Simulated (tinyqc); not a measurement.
Inputs raised by 5 %, one at a time: wafer bonding and layer transfer: bond energy, gap closing, particles, bonding of dissimilar wafers and hydrogen blisters. Computed by tinyqc, a small Python program. Command: `OMP_NUM_THREADS=1 python tinyqc.py 3004678 3004679 out.jsonl bond sens`. One thread of a shared host (Intel(R) Xeon(R) Processor @ 2.30GHz), about 0.01 s of CPU time with the checks.

gamma is the energy per area of each of the two surfaces; plates are isotropic, and both wafers have E1 and t1.

Inputs (values chosen for the exercise, with wafer 1 close to silicon):
```
quantity                                       value        unit
Young's modulus E1                               136         GPa
Poisson ratio nu                                0.22           -
thickness t1                                     725  micrometre
blade thickness t_b                              230  micrometre
crack length L                                  31.4          mm
radius of a shallow gap R                     0.0089          mm
half height of the gap h_g                       1.6          nm
implant depth d                                 0.23  micrometre
hydrogen dose                                    7.7   1e16/cm^2
share of the dose released as H2               0.078           -
surface energy of the weakened plane gamma_s       1       J/m^2
anneal temperature T                             775           K
```

Pair: two equal wafers.

Constants: k_B = 1.380649e-23 J/K.

Method:
- Two cantilevers opened by t_b: gamma = 3 t_b^2 E1 t1^3 E2 t2^3/(16 L^4 (E1 t1^3 + E2 t2^3)).
- E' = E1/(1 - nu^2), equal wafers of thickness t1 assumed. A gap of radius R closes if h_g < h_c: h_c = R^2/sqrt((2/3) E' t1^3/gamma) for R > 2 t1 (plate bending), h_c = 3.6 sqrt(R gamma/E') for R < 2 t1 (local deformation).
- A flat crack of radius r under a layer of thickness d, as a clamped plate: centre height w = 3 p r^4/(16 E' d^3), volume pi r^2 w/3, energy release G = 3 p^2 r^4/(32 E' d^3), E' = E1/(1 - nu^2). It grows when G = 2 gamma_s. The gas comes from the area pi r^2: p V = (dose x share/2) pi r^2 k_B T, and G = p w/2 = (3/2) N k_B T with N the H2 molecules per area. Share needed: G = 2 gamma_s. The pressure and height at growth are given for r = 10 d.

Runs; columns: (1) input moved; (2) from; (3) to; (4) bond energy gamma (J/m^2); (5) closable height h_c (nm); (6) share of the dose needed; (7) pressure at growth (MPa):
```
(1)                                                    (2)     (3)     (4)    (5)     (6)    (7)
base run                                                 -       -  0.2644  14.61  0.3237  36.41
thickness t1 (micrometre)                              725  761.25  0.3061  15.72  0.3237  36.41
blade thickness t_b (micrometre)                       230   241.5  0.2915  15.34  0.3237  36.41
crack length L (mm)                                   31.4   32.97  0.2175  13.25  0.3237  36.41
hydrogen dose (1e16/cm^2)                              7.7   8.085  0.2644  14.61  0.3083  36.41
anneal temperature T (K)                               775  813.75  0.2644  14.61  0.3083  36.41
surface energy of the weakened plane gamma_s (J/m^2)     1    1.05  0.2644  14.61  0.3398  37.31
implant depth d (micrometre)                          0.23  0.2415  0.2644  14.61  0.3237  35.53
```

Exponents ln(y'/y) / ln(x'/x):
```
input                                         bond energy gamma  closable height h_c  share of the dose needed  pressure at growth
thickness t1                                                  3                  1.5                         0                 0.0
blade thickness t_b                                           2                  1.0                         0                 0.0
crack length L                                               -4                 -2.0                         0                 0.0
hydrogen dose                                                 0                  0.0                        -1                 0.0
anneal temperature T                                          0                  0.0                        -1                 0.0
surface energy of the weakened plane gamma_s                  0                  0.0                         1                 0.5
implant depth d                                               0                  0.0                         0                -0.5
```

To which inputs is each result most sensitive?

Among the inputs moved here: bond energy gamma answers most in size to crack length L (exponent -4.000), next to thickness t1 (+3.000); its exponent is below 0.0005 for hydrogen dose, anneal temperature T, surface energy of the weakened plane gamma_s, implant depth d. Its exponent +3.000 in thickness t1: bending stiffness. Its exponent +2.000 in blade thickness t_b: energy is quadratic in the opening. Closable height h_c answers most in size to crack length L (exponent -2.000), next to thickness t1 (+1.500); its exponent is below 0.0005 for hydrogen dose, anneal temperature T, surface energy of the weakened plane gamma_s, implant depth d. Share of the dose needed answers most in size to hydrogen dose (exponent -1.000), and about equally to anneal temperature T (-1.000), surface energy of the weakened plane gamma_s (+1.000); its exponent is below 0.0005 for thickness t1, blade thickness t_b, crack length L, implant depth d. Pressure at growth answers most in size to implant depth d (exponent -0.500), and about equally to surface energy of the weakened plane gamma_s (+0.500); its exponent is below 0.0005 for thickness t1, blade thickness t_b, crack length L, hydrogen dose, anneal temperature T. Its exponent -0.500 in implant depth d: d^(3/2)/r^2 at r proportional to d.
